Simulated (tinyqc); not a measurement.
Read current of a NAND string, cells in series solved by shooting: one step of the calculation.

Cells in series, numbered from 0 at the source line (0 V) to the bit line, each followed by a gap resistance Rg. A cell with gate Vg, threshold VT, source Vs and drain Vd passes I = 2 nf K Vt^2 [F(Vs) - F(Vd)]/(1 + th max(Vg - VT, 0)), F(V) = ln^2(1 + exp((Vg - VT - nf V)/(2 nf Vt))). The selected cell has Vg = Vr, the others Vg = Vp.

Question. Node voltages for a trial current. For a trial current I start at 0 V and, cell by cell (the selected one is cell 1), solve for the drain: sqrt(F(Vd)) = sqrt(F(Vs) - I/k), k = 2 nf K Vt^2/(1 + th max(Vg - VT, 0)), Vd = [Vg - VT - 2 nf Vt ln(exp(sqrt F) - 1)]/nf, then add I Rg.

Values chosen for this exercise; values of the order met in vertical NAND strings:
- T = 300 K (temperature)
- K = 6.2 uA/V^2 (gain factor of a cell)
- nf = 1.5 (slope factor)
- th = 0.09 1/V (mobility reduction factor)
- Rg = 2.1 kohm (resistance of the gap between cells)
- Vbl = 0.7 V (bit-line voltage)
- Vp = 6 V (pass voltage)
- Vr = 3.72 V (read voltage on the selected word line)

Constants: q = 1.602176634e-19 C, kB = 1.380649e-23 J/K, Vt = kB T/q. Results are converted to the units shown.

second trial current = 1.7 uA
thresholds from the source end, cell 0 to 4 (V): -2.2  2.4  -2.2  3.1  -2.2

Give: node voltage after each cell and gap, trial 2.

Answer.

node voltage after each cell and gap, trial 2, cell 0 to 4 (V): 0.061998  0.37357  0.43990  0.60675  0.67613

Computed by the program tinyqc: `OMP_NUM_THREADS=1 python tinyqc.py 2142170 2142171 out.jsonl`, one thread of a shared Intel Xeon 2.30GHz, about 1 s for the whole run.
